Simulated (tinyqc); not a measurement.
Grain-boundary diffusion: Harrison regimes, Fisher and Le Claire analysis, Hart average: one step, computed by the program tinyqc. Command: `OMP_NUM_THREADS=1 python tinyqc.py 3030317 3030318 out.jsonl gbdiff walk`. One thread of a shared host (Intel(R) Xeon(R) Processor @ 2.30GHz), about 0.01 s of CPU time with the checks.

A boundary is a slab of width delta with diffusivity D_b, normal to a surface held at constant concentration; it leaks into grains of diffusivity D.

Task: Effective diffusivity. Hart average for parallel slabs: f = delta/d, D_eff = (s f D_b + (1 - f) D)/(1 - f + s f); share of the boundaries = s f D_b/(s f D_b + (1 - f) D); depth sqrt(D_eff t).

Inputs (values chosen for the exercise, for a model polycrystal):
```
quantity              value  unit
boundary width delta    0.7    nm
segregation factor s     30     -
grain size d             26    um
temperature T           416     K
time t                14000     s
```

D_b = 3.677894e-15 m^2/s

D = 3.527027e-22 m^2/s

Give: boundary fraction f; D_eff; share of the boundaries; depth sqrt(D_eff t).

Result:

boundary fraction f = 2.692e-05

D_eff = 2.969e-18 m^2/s

share of the boundaries = 0.9999

depth sqrt(D_eff t) = 0.2039 um

Caution: outside regime A (which needs sqrt(D t) above about 3 d) the Hart average and its depth are formal: they describe a profile only in regime A or at steady state.
